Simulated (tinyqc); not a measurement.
Inside a calculation. Method: plane-wave Kohn-Sham cycle with exchange-only LDA in a layered model solid. One step of it, computed by the program tinyqc.

Problem. Iteration 1: levels at that k. Diagonalise the Hermitian matrix.

H (hartree), order -2, -1, +0, +1, +2:
$$\begin{pmatrix}
0.265861 & -0.345000 & 0.000000 & 0.000000 & 0.000000 \\
-0.345000 & -0.084539 & -0.345000 & 0.000000 & 0.000000 \\
0.000000 & -0.345000 & -0.201339 & -0.345000 & 0.000000 \\
0.000000 & 0.000000 & -0.345000 & -0.084539 & -0.345000 \\
0.000000 & 0.000000 & 0.000000 & -0.345000 & 0.265861
\end{pmatrix}$$

Give: eigenvalues.

Solution.

eigenvalues (hartree): [-0.6929, -0.2963, 0.0855, 0.4776, 0.5874]
